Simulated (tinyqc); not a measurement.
From results back to parameters: sp3s* tight binding. Two cases, with inputs chosen for the exercise.

Problem. Without spin-orbit coupling the s levels at Gamma are the roots of [[Esa, Vss], [Vss, Esc]], the p levels those of [[Epa, Vxx], [Vxx, Epc]], and the doubly degenerate valence level at X is the lower root of [[Epa, Vxy], [Vxy, Epc]]. The atomic differences are given; the levels below come from hidden parameters.

Case 1.

Values chosen (out of a larger set: near a published set for AlAs, fitted to gaps, whose masses and valley positions are rough; not measured data): dEs = 6.383 eV (Esc - Esa); dEp = 2.597 eV (Epc - Epa).

s levels at Gamma (eV): -11.73179  3.01879

p levels at Gamma (eV): -0.00287  4.56187

valence level X5 = -2.20367 eV

Case 2.

Values chosen (out of a larger set: near a published set for GaAs, fitted to gaps, whose masses and valley positions are rough; spin-orbit coupling, where it is added without a refit, lifts the valence top and shrinks all gaps by about a third of the splitting; not measured data): dEs = 5.663 eV (Esc - Esa); dEp = 2.621 eV (Epc - Epa).

s levels at Gamma (eV): -12.51874  1.54574

p levels at Gamma (eV): 0.00322  4.70378

valence level X5 = -2.88604 eV

Find: Esa, Esc, Epa, Epc; |Vss|, |Vxx|, |Vxy|.

Solution. The mean of a pair of roots is the mean of the two levels, which with the given difference fixes both; half the splitting, squared, less a quarter of the squared difference is V^2. At X the lower root lies sqrt((dEp/2)^2 + Vxy^2) below the mean p level.

Case 1.

Esa, Esc, Epa, Epc (eV): -7.548  -1.165  0.981  3.578

|Vss|, |Vxx|, |Vxy| (eV): 6.649  1.877  4.291

Case 2.

Esa, Esc, Epa, Epc (eV): -8.318  -2.655  1.043  3.664

|Vss|, |Vxx|, |Vxy| (eV): 6.437  1.951  5.073

Computed by tinyqc, one run a case: `OMP_NUM_THREADS=1 python tinyqc.py N N+1 out.jsonl` with N = 1482779, 1482894; one thread of a shared Intel(R) Xeon(R) Processor @ 2.30GHz, about 0.1 s a run at most.
